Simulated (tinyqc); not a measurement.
Shallow donor in effective-mass theory, with valley-orbit splitting, step by step. Values are carried at full precision from step to step, so a last printed digit may differ when a step is redone from the rounded ones.

Constants: Ry = 13.60569312 eV; a0 (Bohr radius) = 0.5291772105 angstrom; hbar^2/2m0 = 3.80998211 eV angstrom^2; e^2/(4 pi eps0) = 14.39964547 eV angstrom.

Inputs chosen for the exercise (near those of a group-V donor in Si; shifted at random, so the results belong to these values and not to a real crystal): ml = 0.904 m0 (longitudinal mass); mt = 0.194 m0 (transverse mass); eps = 11.6 (dielectric constant); a = 24.9 angstrom (trial radius across the axis); b = 11.9 angstrom (trial radius along the axis); E0 = -30.5 meV (single-valley level); D0 = 4.1 meV (central-cell shift); D1 = 3.74 meV (coupling of perpendicular valleys); D2 = 3.2 meV (coupling of opposite valleys); Ds = -32.5 meV (strain splitting: z valleys less the others).

## Hydrogen-like estimates

Ry* = Ry m/eps^2 and a* = a0 eps/m for four choices of one mass: mt, the conductivity mass 3/(1/ml + 2/mt), the density-of-states mass (ml mt^2)^(1/3), and ml.

Estimates:
```
mass               m (m0)  Ry* (meV)  a* (angstrom)
mt                 0.1940      19.62          31.64
conductivity       0.2628      26.57          23.36
density of states  0.3240      32.76          18.94
ml                 0.9040      91.41           6.79
```

## Energy of one trial function

One valley: H = -c [(d2/dx2 + d2/dy2)/mt + (d2/dz2)/ml] - q/(eps r), c = hbar^2/2m0, q = e^2/(4 pi eps0). Trial function exp(-sqrt((x^2 + y^2)/a^2 + z^2/b^2)) with a > b: T = (c/3)(2/(mt a^2) + 1/(ml b^2)), V = -(q/eps) atan(u/b)/u, u = sqrt(a^2 - b^2). The central cell of the impurity is left out.

Evaluate T, V and E. Scaling both radii by f changes T to T/f^2 and V to V/f, so the best factor is f = -2T/V, with energy -V^2/(4T).

T = 31.038 meV
V = -60.870 meV
E = -29.832 meV
best scale factor = 1.0198
energy after scaling = -29.844 meV

The virial ratio -V/T is 1.961; it is 2 at the best scale. Scaling gains 0.012 meV.

## Scan over the shape

For each ratio b/a = 0.2, 0.3, ..., 0.9 the best scale follows from a = -2 T1/V1, with T1 and V1 taken at a = 1 angstrom.

Scan:
```
b/a  a (angstrom)  b (angstrom)  E (meV)
0.2         55.58         11.12  -15.609
0.3         34.84         10.45  -23.643
0.4         27.86         11.14  -28.178
0.5         24.93         12.47  -30.102
0.6         23.62         14.17  -30.455
0.7         23.09         16.16  -29.943
0.8         22.97         18.37  -28.985
0.9         23.09         20.78  -27.818
```

The best listed ratio is 0.6; (mt/ml)^(1/2) = 0.46 and (mt/ml)^(1/3) = 0.60 are common guesses.

## The minimum

Minimise over a and b. The Mott estimate n_c = (0.25/a_m)^3 uses a_m = (a^2 b)^(1/3); 1/angstrom^3 = 1e24/cm^3.

a = 23.80 angstrom
b = 13.83 angstrom
E = -30.471 meV
a_m = 19.86 angstrom
n_c = 2.00 x 1e18/cm^3

b/a = 0.581. The binding energy is 1.553 times Ry*(mt). The central cell of a real donor shrinks the orbit and raises n_c (3.7 x 1e18/cm^3 for P in Si).

## The valley-orbit matrix

Basis: the 1s envelopes of the valleys +x, -x, +y, -y, +z, -z. Diagonal E0 - D0, element -D2 between opposite valleys and -D1 between perpendicular ones. Strain along [001] adds 2 Ds/3 to the z valleys and -Ds/3 to the others.

Fill it in with the strain.

H (meV), rows +x, -x, +y, -y, +z, -z and columns alike:
$$\begin{pmatrix}
-23.767 & -3.200 & -3.740 & -3.740 & -3.740 & -3.740 \\
-3.200 & -23.767 & -3.740 & -3.740 & -3.740 & -3.740 \\
-3.740 & -3.740 & -23.767 & -3.200 & -3.740 & -3.740 \\
-3.740 & -3.740 & -3.200 & -23.767 & -3.740 & -3.740 \\
-3.740 & -3.740 & -3.740 & -3.740 & -56.267 & -3.200 \\
-3.740 & -3.740 & -3.740 & -3.740 & -3.200 & -56.267
\end{pmatrix}$$

## Levels and ground state

Diagonalise. For the lowest state give the amplitudes (positive) and (sum of amplitudes)^2/6, the contact density relative to no strain.

levels (meV): [-63.340, -53.067, -30.574, -20.567, -20.567, -19.487]

amplitudes: +x 0.1719, -x 0.1719, +y 0.1719, -y 0.1719, +z 0.6640, -z 0.6640

relative contact density = 0.6771

The z valleys hold 88.2 % of the ground state, against 33.3 % without strain.

## Checks

- Energy from 21 anisotropic Gaussians against the two-parameter function, meV: -30.51 against -30.47.
- Unstrained levels against E0 - D0 - 4 D1 - D2 (A1), E0 - D0 + D2 (T2, threefold) and E0 - D0 + 2 D1 - D2 (E, twofold): they agree to 1e-10 or better.

tinyqc: `OMP_NUM_THREADS=1 python tinyqc.py 1251165 1251166 out.jsonl`; about 0.01 s, one thread, shared Intel(R) Xeon(R) Processor @ 2.30GHz.
